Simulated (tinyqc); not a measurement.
Which pair of peaks is best: composition and strain of an epitaxial Si(1-x)Ge(x) layer from Raman and X-ray peaks. Computed by tinyqc, a small Python program. Command: `OMP_NUM_THREADS=1 python tinyqc.py 3025467 3025468 out.jsonl epiraman walk`. One thread of a shared host (Intel(R) Xeon(R) Processor @ 2.30GHz), about 0.01 s of CPU time with the checks.

A (001) layer, biaxially strained in the plane. The Raman peaks follow empirical lines omega = w0 + c1 x + c3 x^3 + b eps (c3 for Si-Ge alone), with eps the in-plane strain.

Inputs (values chosen for the exercise, modelled on silicon-germanium):

| quantity | value | unit |
|---|---|---|
| Ge fraction x | 0.5 | - |
| Si-Si: c1 | -66.7 | 1/cm |
| Si-Si: strain coefficient b | -732 | 1/cm |
| Si-Ge: c1 | 23.3 | 1/cm |
| Si-Ge: c3 | -33.1 | 1/cm |
| Si-Ge: strain coefficient b | -603 | 1/cm |
| Ge-Ge: c1 | 18.7 | 1/cm |
| Ge-Ge: strain coefficient b | -465 | 1/cm |
| uncertainty of a Raman peak | 0.05 | 1/cm |

Substrate: germanium.

Method. For each pair invert J = [d omega/dx, d omega/d eps] at the true x. Independent errors of the given size in both peaks give sigma_x and sigma_eps = uncertainty x (norm of the rows of the inverse of J).

Error propagation:

| pair | det J | sigma_x | sigma_eps (per mille) |
|---|---|---|---|
| Si-Si and Si-Ge | 39.1038 | 0.0012126 | 0.085308 |
| Si-Si and Ge-Ge | 44.7039 | 9.6995e-04 | 0.077478 |
| Si-Ge and Ge-Ge | 11.985 | 0.0031767 | 0.078272 |

The pair Si-Si and Ge-Ge fixes x best (sigma_x = 9.7e-4) and Si-Ge and Ge-Ge worst (0.0032), a factor 3.3. Strain moves all peaks the same way, so a good pair needs different ratios of composition slope to strain coefficient, best of opposite sign; the slopes here are -66.7, -1.5 and 18.7 per cm for Si-Si, Si-Ge and Ge-Ge. Errors in the coefficients themselves are not counted.

Extremes, crossings and ranges named in words are read from the listed rows.
